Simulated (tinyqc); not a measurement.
# Ballistic Schottky-barrier transistor with a two-dimensional channel, WKB contacts: effect of the drain bias on the off state

Source Fermi level 0, drain Fermi level -Vd. Far from the contacts Ec = pn - psi, and the gate moves psi one to one; the band edges relax as exp(-x/lam) from pn at the source and pn - Vd at the drain; Ev = Ec - Eg. A carrier of energy w inside the channel band meets at a contact a barrier of height D (the contact edge beyond the channel edge): T = 1 for w >= D, else exp(-S), S = 4 lam sqrt(m/C) [sqrt(D - w) - sqrt(w) arctan sqrt((D - w)/w)], C = hbar^2/(2 m0). The two contacts combine as Ts Td/(Ts + Td - Ts Td).

I/W = g (2 q^2/h) int T(w) [N(Es + w) - N(Ed + w)] dw with w the energy of motion along the channel, N(y) = (1/2 pi) sqrt(pi m kB T/C) Fm(-y/kB T), Fm(x) = (1/sqrt(pi)) int_0^infinity u^(-1/2)/(1 + exp(u - x)) du. Electrons: Ds = psi, Dd = psi - Vd, Es = Ec, Ed = Ec + Vd. Holes: Ds = -psi, Dd = Vd - psi, Es = -Ev, Ed = -Ev - Vd. The size of each current is taken; both flow from drain to source and add. The integrals are converged. For each Vd, psi is set to the minimum of I.

Inputs (values chosen for the exercise); channel values close to those of a tungsten diselenide layer: temperature T = 300 K; band gap Eg = 1.4 eV; barrier for electrons at both contacts pn = 0.9 eV; electron mass mn = 0.34 m0; hole mass mp = 0.41 m0; valleys or subbands g = 2; screening length at the contacts lam = 3.3 nm.

Constants: q = 1.602176634e-19 C, kB = 1.380649e-23 J/K, hbar = 1.054571817e-34 J s, h = 6.62607015e-34 J s, m0 = 9.1093837015e-31 kg, Vt = kB T/q, hbar^2/(2 m0) = 0.0380998212 eV nm^2. Results are converted to the units shown.

Effect of the drain bias on the off state:
```
Vd (V)	psi at the minimum (V)	smallest I (uA/um)
0.05	0.351	6.23e-11
0.21	0.457	5.46e-10
0.37	0.564	3.94e-9
0.53	0.670	3.08e-8
0.68	0.768	2.25e-7
0.84	0.871	1.98e-6
1	0.923	1.09e-5
```

What does the table show?

The smallest current rises from 6.23e-11 to 1.09e-5 uA/um, 4.63 decades a volt between the last two rows, and the minimum moves by 0.60 V a volt over the table: a larger Vd lets holes enter from the drain while electrons still enter from the source.

Range of the model: No scattering, image-force lowering, channel charge or band-to-band tunnelling; parabolic kappa overstates S deep in the gap.

Program tinyqc, `OMP_NUM_THREADS=1 python tinyqc.py 2390013 2390014 out.jsonl`; Intel Xeon 2.30GHz, shared host, one thread, about 0.4 s.
